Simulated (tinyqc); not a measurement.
Comparisons within one model: six-band Luttinger-Kohn model with strain. A value that a table varies takes the place of the one given here.

Six-band Luttinger-Kohn model in the basis |3/2,3/2>, |3/2,1/2>, |3/2,-1/2>, |3/2,-3/2>, |1/2,1/2>, |1/2,-1/2>, electron energies, zero at the top of the unstrained valence band. H = -[rows: (P+Q, -S, R, 0, -S/r2, r2 R); (-S*, P-Q, 0, R, -r2 Q, r32 S); (R*, 0, P-Q, S, r32 S*, r2 Q); (0, R*, S*, P+Q, -r2 R*, -S*/r2); (-S*/r2, -r2 Q, r32 S, -r2 R, P+Dso, 0); (r2 R*, r32 S*, r2 Q, -S/r2, 0, P+Dso)], r2 = sqrt(2), r32 = sqrt(3/2). Levels are twofold.

P = c g1 k^2 - av tr(e); Q = c g2 (kx^2 + ky^2 - 2 kz^2) - (b/2)(exx + eyy - 2 ezz); R = c sqrt3 [-g2 (kx^2 - ky^2) + 2i g3 kx ky] + (sqrt3/2) b (exx - eyy) - i d exy; S = 2 c sqrt3 g3 (kx - i ky) kz - d (exz - i eyz); c = hbar^2/2m0, e the strain tensor (not engineering shear).

s11 = (C11 + C12)/((C11 - C12)(C11 + 2 C12)), s12 = -C12/((C11 - C12)(C11 + 2 C12)), s44 = 1/C44; exx = s11 sxx + s12 (syy + szz) and cyclic, exy = s44 sxy/2; tension is positive. A uniaxial stress X along the unit vector n is s_ij = X n_i n_j.

Constants: hbar^2/2m0 = 3.80998211 eV angstrom^2; kB = 8.617333262e-05 eV/K.

Inputs chosen for the exercise (near those of Ge; shifted at random, so the results belong to these values and not to a real crystal):
- Dso = 0.287 eV (spin-orbit splitting)
- g1 = 13.41 (Luttinger gamma1)
- g2 = 4.23 (gamma2)
- g3 = 5.7 (gamma3)
- av = 1.24 eV (valence hydrostatic potential)
- b = -2.55 eV (tetragonal shear potential)
- d = -5.26 eV (trigonal shear potential)
- C11 = 129.3 GPa
- C12 = 48.7 GPa
- C44 = 67.2 GPa
- load = uniaxial [001] (kind of stress)
- X1 = 1.7 GPa (size of the stress)
- T = 350 K (temperature)
- E_h = 20 meV (hole energy below the top)
- X = 0.87 GPa (stress)

## Sweep of a uniaxial [001] stress

Edges at k = 0 and curvature masses of the top pair along [110] and [001] (step 0.0002 1/angstrom); at zero stress the top is fourfold and has no single curvature.

Edges and masses:

| X (GPa) | top (eV) | second (eV) | third (eV) | splitting (meV) | m [110] | m [001] |
|---|---|---|---|---|---|---|
| -1.50 | 0.0522 | -0.0557 | -0.3082 | 107.9 | 0.141 | 0.038 |
| -1.00 | 0.0323 | -0.0371 | -0.2986 | 69.4 | 0.131 | 0.040 |
| -0.50 | 0.0147 | -0.0186 | -0.2914 | 33.3 | 0.120 | 0.042 |
| 0.00 | 0.0000 | 0.0000 | -0.2870 | 0.0 | - | - |
| 0.50 | 0.0186 | -0.0113 | -0.2861 | 29.8 | 0.057 | 0.202 |
| 1.00 | 0.0371 | -0.0186 | -0.2891 | 55.7 | 0.057 | 0.202 |
| 1.50 | 0.0557 | -0.0217 | -0.2963 | 77.4 | 0.057 | 0.202 |

The splitting reaches 107.9 meV under compression and 77.4 meV under the same tension; linear shear terms alone would make the two equal, and the difference comes from the coupling to the split-off band. At the ends of the sweep the top pair has a mass along [110] of 0.141 under compression and 0.057 under tension, so tension gives the lighter holes along [110]; along [001] it has 0.038 and 0.202. The top edge itself moves by +52 and +56 meV.

## Which stress helps holes along [110]

Each load has size X1 (biaxial: sxx = syy); masses are curvatures of the top pair at k = 0.

Results:

| load | splitting (meV) | top edge (meV) | m [110] | m [001] |
|---|---|---|---|---|
| uniaxial [110], compression | 95.1 | 43.7 | 0.035 | 0.148 |
| uniaxial [110], tension | 72.9 | 52.8 | 0.301 | 0.050 |
| uniaxial [100], compression | 123.8 | 60.7 | 0.060 | 0.144 |
| uniaxial [100], tension | 85.0 | 63.1 | 0.089 | 0.057 |
| uniaxial [111], compression | 85.7 | 37.9 | 0.046 | 0.075 |
| uniaxial [111], tension | 65.5 | 47.7 | 0.130 | 0.075 |
| biaxial (001), compression | 85.0 | 35.2 | 0.057 | 0.202 |
| biaxial (001), tension | 123.8 | 88.6 | 0.144 | 0.038 |

The lightest mass along [110] (0.035) comes with uniaxial [110], compression. The largest splitting (123.8 meV) comes with uniaxial [100], compression; biaxial (001), tension. The heaviest mass along [001] (0.202), which lowers the confinement energy in a (001) channel, comes with biaxial (001), compression. The splitting per GPa follows b (s11 - s12) for loads along cube axes and d s44 for [111]: here 2 |b| (s11 - s12) = 63.3 and |d| s44/sqrt3 = 45.2 meV per GPa in the limit of large Dso; where the splitting nears Dso, mixing with the split-off band makes it depend on the sign of the load.

## Thermally averaged conductivity mass under uniaxial [001] stress

Non-degenerate holes: weights exp(E/kT) on a 16 x 16 x 16 grid of midpoints in the cube |k_i| < 0.2 1/angstrom; 1/m_c = <(dE/dk_u)^2>/(hbar^2 kT) along [110], over all six bands. With an unchanged scattering time the mobility goes as 1/m_c.

Averages:

| X (GPa) | share of the top pair | m_c (m0) | gain m_c(0)/m_c |
|---|---|---|---|
| -1.50 | 0.992 | 0.242 | 0.996 |
| -0.50 | 0.967 | 0.248 | 0.973 |
| 0.00 | 0.958 | 0.241 | 1.000 |
| 0.50 | 0.966 | 0.239 | 1.008 |
| 1.50 | 0.985 | 0.200 | 1.205 |

The largest gain from mass alone is 1.21 at X = 1.50 GPa, where the top pair holds 98 % of the holes (96 % without stress); the opposite end of the sweep gives 1.00; the grid is good to about 0.02 in these ratios. The average reaches energies of a few kT, beyond the range of the edge curvature, and changes of scattering are left out.

## Warping of the constant-energy contours (six-band Luttinger-Kohn model)

No strain (e = 0). In the plane kz = 0, |k| where the top and second pairs lie E_h below the top, against the angle from [100]; m = c k^2/E_h.

Contours:

| angle (degrees) | k top (1/angstrom) | k second (1/angstrom) | m top (m0) | m second (m0) |
|---|---|---|---|---|
| 0 | 0.0326 | 0.0157 | 0.202 | 0.047 |
| 9 | 0.0334 | 0.0156 | 0.213 | 0.046 |
| 18 | 0.0359 | 0.0154 | 0.245 | 0.045 |
| 27 | 0.0397 | 0.0152 | 0.301 | 0.044 |
| 36 | 0.0440 | 0.0150 | 0.369 | 0.043 |
| 45 | 0.0461 | 0.0150 | 0.405 | 0.043 |

The heavy contour reaches 1.416 times as far along [110] as along [100], the light one 0.955 times. The warping follows g3 - g2 = 1.47 and would vanish for g2 = g3. Along [100] the heavy mass is 1/(g1 - 2 g2) = 0.202 at any energy, while the light one is 0.0467, against 1/(g1 + 2 g2) = 0.0457 at the edge, for E_h/Dso = 0.07.

## What each parameter does

Edges at k = 0 under a uniaxial [001] stress X and the curvature mass of the top pair along [110] (step 0.0002 1/angstrom). Each row changes one parameter from the base and keeps the others.

Results:

| case | top (eV) | second (eV) | third (eV) | mass (m0) |
|---|---|---|---|---|
| base | 0.0323 | -0.0171 | -0.2880 | 0.057 |
| g1 = 16.092 | 0.0323 | -0.0171 | -0.2880 | 0.049 |
| av = 0.992 eV | 0.0313 | -0.0180 | -0.2889 | 0.057 |
| g3 = 4.56 | 0.0323 | -0.0171 | -0.2880 | 0.057 |
| b = -2.04 eV | 0.0268 | -0.0137 | -0.2859 | 0.057 |
| C12 = 58.44 GPa | 0.0357 | -0.0195 | -0.2901 | 0.057 |
| g2 = 3.384 | 0.0323 | -0.0171 | -0.2880 | 0.060 |
| Dso = 0.344 eV | 0.0323 | -0.0180 | -0.3440 | 0.057 |

The largest shifts from the base row, up to three for each result and ties (the steps differ in size, so this ranks the rows, not the parameters). top (eV): b -0.0055, C12 +0.0034, av -0.0010; unchanged at the printed digits by g1, g3, g2 and Dso. second (eV): b +0.0034, C12 -0.0024, Dso -0.0010, av -0.0010; unchanged at the printed digits by g1, g3 and g2. third (eV): Dso -0.0560, C12 -0.0021, b +0.0021; unchanged at the printed digits by g1, g3 and g2. mass (m0): g1 -0.007, g2 +0.003; unchanged at the printed digits by av, g3, b, C12 and Dso. The Luttinger parameters multiply k^2 and cannot move the edges; av shifts all edges alike and leaves the mass.

Computed by tinyqc, a small Python program: `OMP_NUM_THREADS=1 python tinyqc.py 1050631 1050632 out.jsonl` (the numbers bound the seed that draws the inputs); one thread of a shared host (Intel(R) Xeon(R) Processor @ 2.30GHz), about 0.3 s for the whole set of steps.
